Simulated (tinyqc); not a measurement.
Gamma, L and X subbands of a thin body with non-parabolic valleys: sweeps and comparisons. A value that a table varies takes the place of the one given here.

Hard walls, flat band, c = hbar^2/2m0, energies from the bulk Gamma edge. For a valley at angle theta to the normal 1/m_z = cos^2/ml + sin^2/mt and m_d = sqrt(ml mt^2/m_z). Subband n starts at E_v + e with e (1 + a e) = c (n pi/t)^2/m_z, and its density-of-states mass is taken as m_d (1 + 2 a e), without further growth at higher in-plane energy. Groups are named by valley and degeneracy.

n_i = g m/(2 pi c) kB T ln(1 + exp((EF - E_i)/kB T)), sum n_i = Ns (1e12/cm^2 = 1e-4/angstrom^2), c = hbar^2/2m0. Quantum capacitance Cq = 1602.176634 sum g m/(2 pi c) f_i in microfarad/cm^2 with f_i = 1/(1 + exp((E_i - EF)/kB T)); Cox = 34.5313/eot (one gate); C/Cox = Cq/(Cq + Cox), the centroid term left out.

Constants: hbar^2/2m0 = 3.80998211 eV angstrom^2; kB = 8.617333262e-05 eV/K.

Inputs chosen for the exercise (near those of a thin GaAs channel; shifted at random, so the results belong to these values and not to a real crystal):
- face = 100 (surface)
- mG = 0.0679 m0 (Gamma mass)
- aG = 0.57 1/eV (Gamma non-parabolicity)
- EL = 0.251 eV (L edge above Gamma)
- mL = (1.845, 0.073) m0 (L valleys (four, along <111>): ml, mt)
- EX = 0.421 eV (X edge above Gamma)
- mX = (1.312, 0.225) m0 (X valleys (three, along <100>): ml, mt)
- aS = 0.55 1/eV (non-parabolicity of L and X)
- Ns = 3.5 x 1e12/cm^2 (sheet density)
- T = 300 K (temperature)
- eot = 11 angstrom (equivalent oxide thickness)
- ts = (18, 24, 30, 40, 55, 75, 110) angstrom (thicknesses)
- t = 50 angstrom (body thickness)
- Nl = (0.5, 1, 2, 4, 7, 11, 16) x 1e12/cm^2 (sheet densities)

## Thinning the body

Lowest edge of each valley type, the lowest group, the Gamma share and C/Cox, with n = 1 to 8 of all groups.

Results:

| t (angstrom) | Gamma (eV) | L (eV) | X (eV) | lowest | Gamma share (%) | C/Cox |
|---|---|---|---|---|---|---|
| 18 | 1.064 | 1.013 | 0.506 | X1 | 0.0 | 0.793 |
| 24 | 0.690 | 0.732 | 0.469 | X1 | 0.0 | 0.794 |
| 30 | 0.483 | 0.580 | 0.452 | X1 | 14.0 | 0.830 |
| 40 | 0.296 | 0.448 | 0.439 | G1 | 76.7 | 0.772 |
| 55 | 0.167 | 0.360 | 0.430 | G1 | 90.9 | 0.697 |
| 75 | 0.093 | 0.311 | 0.426 | G1 | 94.9 | 0.660 |
| 110 | 0.045 | 0.279 | 0.423 | G1 | 97.6 | 0.689 |

From 110 down to 18 angstrom Gamma rises by 1.02 eV, L by 0.73 and X by 0.08 eV, the light Gamma mass moving most. The lowest group changes from G1 to X1 between 40 and 30 angstrom. The Gamma share goes from 98 % to 0 %. C/Cox is 0.69 and 0.79 at the ends and lies between 0.66 and 0.83. Hard walls overstate the rise in the thinnest rows.

## Raising the sheet density

Fixed thickness, n = 1 to 8 of all groups; the gate overdrive above the lowest edge is (EF - E_lowest)/e + 0.1602177 Ns/Cox in volts.

Results:

| Ns (1e12/cm^2) | EF - lowest (eV) | Gamma share (%) | Cq | C/Cox | overdrive (V) |
|---|---|---|---|---|---|
| 0.5 | -0.008 | 98.1 | 2.40 | 0.434 | 0.017 |
| 1.0 | 0.017 | 97.4 | 3.85 | 0.551 | 0.068 |
| 2.0 | 0.051 | 95.2 | 5.50 | 0.637 | 0.153 |
| 4.0 | 0.098 | 85.6 | 8.96 | 0.740 | 0.302 |
| 7.0 | 0.135 | 67.2 | 18.83 | 0.857 | 0.492 |
| 11.0 | 0.160 | 50.6 | 34.30 | 0.916 | 0.721 |
| 16.0 | 0.179 | 38.9 | 51.60 | 0.943 | 0.995 |

The lowest subband is G1 n=1. At the highest density band filling takes 0.179 V of the 0.995 V overdrive. Cq grows from 2.4 to 51.6 microfarad/cm^2, helped by heavier valleys that begin to fill: the Gamma share falls from 98 % to 39 %.

## What each parameter does

n = 1 to 8 of all groups. Each row changes one parameter from the base and keeps the others.

Results:

| case | lowest edge (eV) | EF (eV) | Gamma share (%) | C/Cox |
|---|---|---|---|---|
| base | 0.199 | 0.287 | 88.6 | 0.714 |
| t = 44 angstrom | 0.250 | 0.329 | 83.5 | 0.744 |
| mG = 0.0781 m0 | 0.175 | 0.260 | 96.0 | 0.688 |
| aG = 0.4 1/eV | 0.205 | 0.294 | 85.1 | 0.726 |
| EL = 0.201 eV | 0.199 | 0.265 | 68.0 | 0.791 |
| Ns = 5.25 x 1e12/cm^2 | 0.199 | 0.316 | 77.6 | 0.800 |
| eot = 9 angstrom | 0.199 | 0.287 | 88.6 | 0.672 |
| T = 250 K | 0.199 | 0.293 | 94.0 | 0.692 |

The largest shifts from the base row, up to three for each result and ties (the steps differ in size, so this ranks the rows, not the parameters). lowest edge (eV): t +0.051, mG -0.024, aG +0.006; unchanged at the printed digits by EL, Ns, eot and T. EF (eV): t +0.042, Ns +0.029, mG -0.027; unchanged at the printed digits by eot. Gamma share (%): EL -20.6, Ns -11.0, mG +7.4; unchanged at the printed digits by eot. C/Cox: Ns +0.086, EL +0.077, eot -0.043.

Computed by tinyqc, a small Python program: `OMP_NUM_THREADS=1 python tinyqc.py 1251369 1251370 out.jsonl` (the numbers bound the seed that draws the inputs); one thread of a shared host (Intel(R) Xeon(R) Processor @ 2.30GHz), about 0.04 s for the whole set of steps.
